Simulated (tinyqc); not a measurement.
# Diffused layer (complementary error function), carriers, mobility and sheet resistance: effect of the peak chemical concentration

An n-type layer from the surface x = 0 to the junction xj, N(x) = N0 erfc(x/Ld). Local neutrality (no depletion at surface or junction, no spilling of carriers), intrinsic carriers neglected, full ionisation of active dopants.

erfc(xj/Ld) = Nb/N0. Active dopant A = min(N, Ns); n = A - Nb; mobility mu = m1 + (m2 (T/300 K)^(-bt) - m1)/(1 + ((A + Nb)/Nr)^am). Dose = integral of N, carrier sheet density = integral of n, 1/Rs = q integral of n mu, mean mobility 1/(q Rs sheet density), Hall mobility (unit Hall factor) = integral of n mu^2 over integral of n mu, Hall sheet density = (integral of n mu)^2/integral of n mu^2; all from 0 to xj. Integrals on 4000 steps.

Inputs (values chosen for the exercise); values close to those of phosphorus in silicon over a p-type background:
```
symbol,value,unit,meaning
T,500,K,temperature
Nb,3.9e16,cm^-3,background doping of the opposite type
m1,65.8,cm^2/(V s),mobility limit at high doping
m2,1390,cm^2/(V s),"mobility limit at low doping, at 300 K"
Nr,9.35e16,cm^-3,reference doping of the mobility law
am,0.695,,exponent of the mobility law
bt,2.1,,temperature exponent of m2
Ns,3.96e20,cm^-3,solubility limit of active dopant
Ld,70,nm,diffusion length 2 sqrt(D t)
```

Constants: q = 1.602176634e-19 C. Results are converted to the units shown.

Result of one run:
columns A: N0 (cm^-3); B: xj (nm); C: dose (cm^-2); D: carriers (cm^-2); E: Rs (ohm/square); F: mean mobility (cm^2/(V s)); G: Rs xj (ohm nm); H: Hall/true sheet density
```
A           B         C         D     E      F        G       H
1.5e18  110.2  5.857e12  5.427e12  8127  141.5  8.956e5  0.9645
```

What becomes of these results when the peak chemical concentration N0 is changed from 1.5e18 to 1.1e19 cm^-3, all else the same?

Result of the changed run:
columns A: N0 (cm^-3); B: xj (nm); C: dose (cm^-2); D: carriers (cm^-2); E: Rs (ohm/square); F: mean mobility (cm^2/(V s)); G: Rs xj (ohm nm); H: Hall/true sheet density
```
A           B         C         D     E      F        G       H
1.1e19  144.3  4.339e13  4.282e13  1589  91.71  2.294e5  0.9617
```

The whole series:
columns A: N0 (cm^-3); B: xj (nm); C: dose (cm^-2); D: carriers (cm^-2); E: Rs (ohm/square); F: mean mobility (cm^2/(V s)); G: Rs xj (ohm nm); H: Hall/true sheet density
```
A           B         C         D        E      F        G       H
5.3e17  88.56  2.016e12  1.671e12  2.035e4  183.6  1.802e6  0.9817
1.5e18  110.2  5.857e12  5.427e12     8127  141.5  8.956e5  0.9645
3.9e18  127.5  1.534e13  1.484e13     3740  112.4  4.768e5  0.9563
1.1e19  144.3  4.339e13  4.282e13     1589  91.71  2.294e5  0.9617
2.9e19  158.7  1.145e14  1.139e14    683.9  80.15  1.085e5  0.9743
7.9e19  172.5  3.119e14  3.113e14    273.3  73.38  4.712e4  0.9864
2.2e20  185.6  8.688e14  8.681e14    103.2  69.67  1.915e4  0.9939
5.9e20  197.5  2.330e15  2.129e15    43.15  67.96     8522  0.9973
1.6e21  208.9  6.319e15  3.237e15    28.55  67.55     5964  0.9983
```

As N0 goes from 5.3e17 to 1.6e21, xj rises from 88.6 to 209 nm, Rs falls from 20400 to 28.5 ohm/square, the mean mobility falls from 184 to 67.5 cm^2/(V s) and the share of the dose that conducts goes from 82.9 through a maximum of 99.9 (at N0 = 2.2e20 among the rows listed) to 51.2 %. Rs goes as dose^(-0.86) at the low end and dose^(-0.41) at the high end; constant mobility and activation would give -1. Above N0 = Ns = 3.96e20 cm^-3 added dopant only widens the clipped top. For N0 = 5.3e17, 1.5e18 depletion at the junction, left out, would remove a tenth of the carriers or more.

Computed by the program tinyqc: `OMP_NUM_THREADS=1 python tinyqc.py 2110135 2110136 out.jsonl`, one thread of a shared Intel Xeon 2.30GHz, about 0.02 s for the whole run.
